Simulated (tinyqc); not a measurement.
A square-lattice strip 3 sites wide, recursive Green functions: one step of the calculation.

The device has N = 3 slices of 3 site(s), nearest-neighbour hopping -t, and site energies U; the leads are semi-infinite continuations with site energy 0. V = <i+1|H|i> = -t 1.

Task. Transmission and its channels. T(E) = Tr[Gamma G_(N,1) Gamma G_(N,1)^dagger]. The non-zero eigenvalues T_n of the matrix under the trace are the channel transmissions; Fano factor sum T_n (1 - T_n)/sum T_n.

Inputs (values chosen for the exercise):
```
symbol  value  unit                      meaning
t         1.8    eV  hopping (matrix element -t)
E        0.57    eV                       energy
```

G_(3,1) (1/eV):

|  | 1 | 2 | 3 |
|---|---|---|---|
| 1 | -0.12985203+0.08464963i | -0.27525422-0.15413365i | -0.00895269-0.16119078i |
| 2 | -0.29827616-0.10162399i | -0.07617989-0.03835495i | -0.29586123-0.06101498i |
| 3 | -0.03386744-0.16012903i | -0.29371034-0.08199147i | -0.06114016+0.12623290i |

Gamma (eV):

|  | 1 | 2 | 3 |
|---|---|---|---|
| 1 | 2.9805794 | -0.4263329 | -0.5740091 |
| 2 | -0.4263329 | 2.4065703 | -0.4263329 |
| 3 | -0.5740091 | -0.4263329 | 2.9805794 |

Give: T(E); T_n; Fano factor.

Result.

T(E) = 2.963
T_n: [0.9981, 0.9964, 0.9684]
Fano factor = 0.01218

With 3 open mode(s) in the leads T(E) cannot exceed 3. Inverting the whole matrix gives the same value.

Computed by the program tinyqc: `OMP_NUM_THREADS=1 python tinyqc.py 2660028 2660029 out.jsonl`, one thread of a shared Intel Xeon 2.30GHz, about 0.01 s for the whole run.
